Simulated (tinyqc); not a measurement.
Off-state leakage of single and stacked transistors: one step of the calculation.

n-channel devices of unit width. Subthreshold current I(Vg, Vs, Vd) = I0 (T/300 K)^0.5 exp[(Vg - Vs - VT(T) - gb (Vs - Vb) + dd (Vd - Vs))/(nf Vt)] (1 - exp(-(Vd - Vs)/Vt)), VT(T) = VT - cT (T - 300 K). Gate-edge tunnelling Ig (Vd/1 V) exp(ag (Vd - 1 V)), for a gate at 0 V, and band-to-band leakage Ab u exp(-Bb/u), u = Vd - Vb + 1 V, flow at a drain held at V; both are taken as independent of T. In a stack of off transistors (all gates at 0 V) the same subthreshold current passes through each.

Question. Leakage of one transistor. Vg = Vs = 0, Vd = V; effective threshold VT(T) - gb Vb - dd V.

Values chosen for this exercise; values of the order met in bulk silicon logic transistors: temperature T = 378 K; supply voltage V = 1 V; threshold at 300 K, zero drain and body bias VT = 0.42 V; fall of the threshold with temperature cT = 0.6 mV/K; current at threshold at 300 K I0 = 0.12 uA/um; slope factor nf = 1.2; drain-induced lowering per volt dd = 0.11; rise of the threshold per volt of source-body bias gb = 0.21; gate-edge tunnelling current at 1 V Ig = 0.0005 uA/um; exponential slope of the gate current ag = 3.1 1/V; prefactor of band-to-band leakage at the drain Ab = 4 uA/(um V); its exponential voltage Bb = 20 V; body voltage Vb = 0 V.

Constants: q = 1.602176634e-19 C, kB = 1.380649e-23 J/K, Vt = kB T/q. Results are converted to the units shown.

Find: effective threshold; parts; total; shares.

Answer.

effective threshold = 0.26320 V
parts (nA/um): subthreshold 0.16034, gate edge 0.50000, band-to-band 0.36320
total = 1.0235 nA/um
shares (%): subthreshold 15.666, gate edge 48.850, band-to-band 35.485

The gate edge part is the largest.

Computed by the program tinyqc: `OMP_NUM_THREADS=1 python tinyqc.py 2242072 2242073 out.jsonl`, one thread of a shared Intel Xeon 2.30GHz, about 0.04 s for the whole run.
